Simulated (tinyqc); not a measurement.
From results back to parameters: configuration-coordinate model of carrier capture at a defect. Five cases, with inputs chosen for the exercise.

Problem. For two parabolas of equal curvature the ionisation peak lies at ET + ER, the emission barrier is (ER + ET)^2/(4 ER), and the standard deviation of the band at T = 0 is sqrt(ER hw). The values come from hidden ET, ER and hw.

Find: ET, ER, hw; capture barrier.

Method. ER is the squared peak energy over four times the emission barrier; ET is the rest, hw = variance/ER, and the capture barrier is the emission barrier less ET.

Case 1.

ionisation peak = 0.9900 eV
emission barrier = 0.532663 eV
standard deviation at T = 0 = 0.157607 eV

Solution.

ET, ER, hw (eV): 0.530  0.460  0.054

capture barrier = 0.003 eV

Case 2.

ionisation peak = 0.5100 eV
emission barrier = 0.433500 eV
standard deviation at T = 0 = 0.079373 eV

Solution.

ET, ER, hw (eV): 0.360  0.150  0.042

capture barrier = 0.073 eV

Case 3.

ionisation peak = 1.0100 eV
emission barrier = 0.271303 eV
standard deviation at T = 0 = 0.096954 eV

Solution.

ET, ER, hw (eV): 0.070  0.940  0.010

capture barrier = 0.201 eV

Case 4.

ionisation peak = 1.0200 eV
emission barrier = 0.619286 eV
standard deviation at T = 0 = 0.122963 eV

Solution.

ET, ER, hw (eV): 0.600  0.420  0.036

capture barrier = 0.019 eV

Case 5.

ionisation peak = 1.3200 eV
emission barrier = 0.837692 eV
standard deviation at T = 0 = 0.124900 eV

Solution.

ET, ER, hw (eV): 0.800  0.520  0.030

capture barrier = 0.038 eV

Computed by tinyqc, one run a case: `OMP_NUM_THREADS=1 python tinyqc.py N N+1 out.jsonl` with N = 1450592, 1450604, 1450637, 1450641, 1450667; one thread of a shared Intel(R) Xeon(R) Processor @ 2.30GHz, about 0.01 s a run at most.
